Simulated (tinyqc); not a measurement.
Inside a calculation. Method: one-electron ion in a basis of Gaussians. Computed by tinyqc, a small Python program that keeps every step. Settings: Z = 2, l = 1. Command: `OMP_NUM_THREADS=1 python tinyqc.py 20396 20397 out.jsonl` (the two numbers bound the seeds that draw the settings). One thread of a shared host (Intel(R) Xeon(R) Processor @ 2.60GHz), about 0.01 s of CPU time with the checks.

## Matrices over normalised Gaussians

exponents of r^l exp(-a r^2) (1/bohr^2): 0.043340  0.056390  0.073380  0.095490  0.124300  0.161700

Z = 2

l = 1

With p = a_i + a_j and I(k) = Gamma((k+1)/2) / (2 p^((k+1)/2)): S = I(2l+2), T = (2l+3) a_i a_j S / p, V = -Z I(2l+1), each divided by sqrt(S_ii S_jj).

S, lower triangle:
```
          1         2         3         4         5         6
1  1.000000
2  0.978643  1.000000
3  0.917899  0.978620  1.000000
4  0.826847  0.917854  0.978618  1.000000
5  0.717515  0.826668  0.917760  0.978569  1.000000
6  0.602528  0.717589  0.826790  0.917856  0.978670  1.000000
```

T (hartree), lower triangle:
```
          1         2         3         4         5         6
1  0.108350
2  0.119911  0.140975
3  0.125051  0.156023  0.183450
4  0.123242  0.162706  0.203033  0.238725
5  0.115288  0.160339  0.211731  0.264230  0.310750
6  0.102969  0.150011  0.208659  0.275523  0.343892  0.404250
```

V (hartree), lower triangle:
```
           1          2          3          4          5          6
1  -0.442949
2  -0.464976  -0.505254
3  -0.471804  -0.530390  -0.576365
4  -0.463512  -0.538168  -0.605039  -0.657488
5  -0.441991  -0.528679  -0.613910  -0.690223  -0.750144
6  -0.410478  -0.504182  -0.603111  -0.700318  -0.787432  -0.855586
```

## Generalised eigenproblem

H = T + V (hartree), lower triangle:
```
           1          2          3          4          5          6
1  -0.334599
2  -0.345065  -0.364279
3  -0.346753  -0.374366  -0.392915
4  -0.340270  -0.375462  -0.402006  -0.418763
5  -0.326703  -0.368340  -0.402178  -0.425992  -0.439394
6  -0.307509  -0.354171  -0.394452  -0.424795  -0.443541  -0.451336
```

Solve H C = S C e through S^(-1/2); each column has its largest component positive (the first on a tie).

eigenvalues of S: 0.000001  0.000049  0.001586  0.036240  0.590599  5.371525

eigenvalues (hartree): -0.478132  -0.214238  -0.078309  0.096027  0.444396  0.840666

coefficients:
```
            1           2           3            4            5            6
1   -4.515043   12.882623   29.962822    51.918620    44.919026   -48.853289
2   21.278458  -39.789835  -86.654555  -197.637624  -189.664238   240.293942
3  -43.341577   62.137737  101.886825   311.081806   323.911555  -505.650359
4   49.665306  -57.822320  -61.867886  -261.020775  -271.809097   566.711900
5  -31.735810   31.610921   17.337842   123.321983   105.705399  -336.571760
6    9.741305   -8.551593   -0.264515   -27.695242   -12.827382    84.202257
```

For Z = 2 and l = 1 the exact lowest level is -Z^2/(2 n^2) with n = l + 1: -0.500000 hartree. The basis is nearly linearly dependent, so rounded matrices do not reproduce these digits.
